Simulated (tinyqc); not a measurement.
# Ionisation constants from two fields

Inverse problem. alpha_n = an exp(-bn/E). Find bn and an.

alpha_n at 144 and 319 kV/cm (1/cm): [262.72956, 1.1224799e5]

Solution. ln alpha is a straight line in 1/E with slope -bn and intercept ln an.

bn = 1.590e6 V/cm
an = 1.640e7 1/cm

tinyqc, about 0.04 s, one thread, Intel Xeon 2.30GHz (shared host): `OMP_NUM_THREADS=1 python tinyqc.py 2120009 2120010 out.jsonl`
